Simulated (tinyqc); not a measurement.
Length of a polyene: Hueckel, PPP and singles CI along the polyenes. Computed by the program tinyqc. Hueckel uses the same beta without repulsion; CIS keeps all single excitations and so misses the low, doubly excited 2Ag state. W is the valence ionisation energy of a centre, MN the Mataga-Nishimoto formula, f the oscillator strength.

All-trans chains of carbon centres 1.40 angstrom apart:

| parameter | value |
|---|---|
| beta (eV), times 1 +/- alternation | -2.470000 |
| alternation | 0.090000 |
| W (eV) | 11.160000 |
| gamma_rr (eV) | 11.210000 |
| repulsion formula | MN |

Gaps and excitations (eV):

| centres | Hueckel gap | PPP orbital gap | bright singlet (CIS) | f | lowest triplet (CIS) |
|---|---|---|---|---|---|
| 2 | 5.385 | 10.749 | 8.308 | 0.712 | 2.462 |
| 6 | 2.766 | 7.245 | 4.823 | 1.495 | 1.276 |
| 8 | 2.302 | 6.559 | 4.193 | 1.884 | 1.080 |
| 10 | 2.006 | 6.113 | 3.785 | 2.248 | 0.963 |

Estimate the missing row, centres = 4.

Computed row:
```
centres  Hueckel gap  PPP orbital gap  bright singlet (CIS)      f  lowest triplet (CIS)
4              3.587            8.407                 5.910  1.077                 1.641
```

The Hueckel gap tends to 4 x alternation x |beta| = 0.89 eV for long chains. Exchange opens the PPP orbital gap, and the attraction of electron and hole brings the bright state 2.33 eV below it at 10 centres; the triplet lies 2.82 eV lower still.
